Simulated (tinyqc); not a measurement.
Debye-Callaway model of lattice thermal conductivity: one step, computed by the program tinyqc. Command: `OMP_NUM_THREADS=1 python tinyqc.py 3030233 3030234 out.jsonl callaway walk`. One thread of a shared host (Intel(R) Xeon(R) Processor @ 2.30GHz), about 0.01 s of CPU time with the checks.

Three acoustic branches with one velocity v, cut at omega_D = k_B Theta/hbar; x = hbar omega/(k_B T). v and Theta are separate inputs: Theta cuts off the heat-carrying modes, so C need not reach 3 k_B/V. gamma is an effective value that sets the umklapp rate. Heat flows along the wire.

Problem. The integrand on a coarse grid. Rates: point defects A omega^4; umklapp B omega^2 T exp(-Theta/(b T)) with B = hbar gamma^2/(M v^2 Theta). Boundaries: v/Lambda_B with Lambda_B = D (1 + p)/(1 - p). x runs in ten equal steps to min(Theta/T, 12); g = x^4 e^x/(e^x - 1)^2; tau_C is the inverse of all rates summed; the last column is c tau_C g with c = (k_B/(2 pi^2 v)) (k_B T/hbar)^3.

Inputs (values chosen for the exercise, modelled on germanium):
```
quantity                              value        unit
sound velocity v                       3750         m/s
Debye temperature Theta                 367           K
mean atomic mass M                    72.63           u
effective Grueneisen parameter gamma   2.06           -
umklapp exponent divisor b                2           -
wire diameter D                        0.49  micrometre
specularity p                           0.8           -
temperature T                           600           K
```

Sample: wire. Point defects: vacancies. Normal processes: left out.

Rayleigh coefficient A = 6.752583e-43 s^3

Constants: k_B = 1.380649e-23 J/K; hbar = 1.054571817e-34 J s; u = 1.6605390666e-27 kg.

Give: Integrand.

Solution.

Integrand:
```
x            g  tau_C (s)  c tau_C g (W/(m K))
0.0612  0.0037  1.170e-10                39.57
0.1223  0.0149  2.782e-11                37.59
0.1835  0.0336  1.042e-11                31.62
0.2447  0.0596  4.754e-12                25.60
0.3058  0.0928  2.444e-12                20.51
0.3670  0.1332  1.367e-12                16.46
0.4282  0.1806  8.168e-13                13.33
0.4893  0.2347  5.143e-13                10.91
0.5505  0.2955  3.383e-13                 9.04
0.6117  0.3627  2.308e-13                 7.57
```

The integrand is largest at the lowest frequency shown, whose long lifetime outweighs its small heat capacity.
